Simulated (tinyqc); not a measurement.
Configuration-coordinate model of a defect: Huang-Rhys factor and luminescence line shape. Changing the ground-state phonon hbar omega_g. Computed by tinyqc, a small Python program. Command: `OMP_NUM_THREADS=1 python tinyqc.py 3012647 3012648 out.jsonl ccline sweep`. One thread of a shared host (Intel(R) Xeon(R) Processor @ 2.30GHz), about 0.04 s of CPU time with the checks.

Ground state E_g(Q) = (1/2) omega_g^2 Q^2; excited state E_e(Q) = E_0 + (1/2) omega_e^2 (Q - dQ)^2 with omega_e = omega_g and E_0 = E_ZPL. Q is mass-weighted; the dipole does not depend on Q (Condon approximation).

Inputs (values chosen for the exercise, for a model defect in a wide-gap host): zero-phonon energy E_ZPL = 2.61 eV; displacement dQ = 1.09 u^(1/2) angstrom; temperature T = 300 K.

Modes: equal frequencies in both states.

Constants: hbar^2/u = 4.18015928e-03 eV angstrom^2; k_B = 8.617333262e-05 eV/K.

Method:
- S = hbar omega dQ^2/(2 hbar^2/u) for each state; relaxation energy S hbar omega; absorption at E_0 + S_e hbar omega_e, emission at E_0 - S_g hbar omega_g; the Stokes shift is their difference.
- Overlaps <m_e|n_g> of harmonic-oscillator functions (Hermite recursion, positive leading coefficients) by a sum over an even grid (700 points from x = -9 to 9 + d for the small table, 1500 points from -16 to 16 + d for the thermal sums), with x = Q sqrt(omega_g/hbar), d = sqrt(2 S_g) and frequency ratio omega_e/omega_g.
- Initial levels m = 0..24 carry Boltzmann weights exp(-m hbar omega_e/k_B T), normalised; final levels n = 0..79; a line lies at E_ZPL + m hbar omega_e - n hbar omega_g with weight w_m <m|n>^2. Moments are taken over these weights without the E^3 factor; FWHM = 2 sqrt(2 ln 2) x standard deviation; the zero-phonon weight is the sum of w_m <m|m>^2.

One run for each value:

| ground-state phonon hbar omega_g (meV) | S_g | Stokes shift (eV) | FWHM from the second moment (eV) | zero-phonon weight |
|---|---|---|---|---|
| 21 | 2.984 | 0.1253 | 0.13764 | 8.3627e-02 |
| 25 | 3.553 | 0.1776 | 0.16559 | 6.5862e-02 |
| 30 | 4.263 | 0.2558 | 0.20173 | 4.6322e-02 |
| 36 | 5.116 | 0.3684 | 0.24713 | 2.8191e-02 |
| 44 | 6.253 | 0.5503 | 0.31155 | 1.2944e-02 |
| 53 | 7.532 | 0.7984 | 0.38985 | 4.6834e-03 |
| 77 | 10.943 | 1.6852 | 0.63113 | 1.7845e-04 |

Give the missing row, ground-state phonon hbar omega_g (meV) = 64.

Computed row:
```
ground-state phonon hbar omega_g (meV)    S_g  Stokes shift (eV)  FWHM from the second moment (eV)  zero-phonon weight
64                                      9.095             1.1642                           0.49449          1.1408e-03
```

Interpolating between the two neighbouring rows (linearly) misses most in zero-phonon weight, by 130 %. Over the rows, S_g rises from 2.98 to 10.9 (exponent d ln y / d ln x about 1.0 throughout); Stokes shift (eV) rises from 0.125 to 1.69 (exponent d ln y / d ln x about 2.0 throughout); FWHM from the second moment (eV) rises from 0.138 to 0.631 (exponent d ln y / d ln x 1.1 between the first rows and 1.3 between the last). The exponent of S_g stays at 1: S goes as omega at fixed dQ.

Caution (rows 21.0): for small S the spectrum is a set of resolved lines, and a Gaussian width has little meaning.
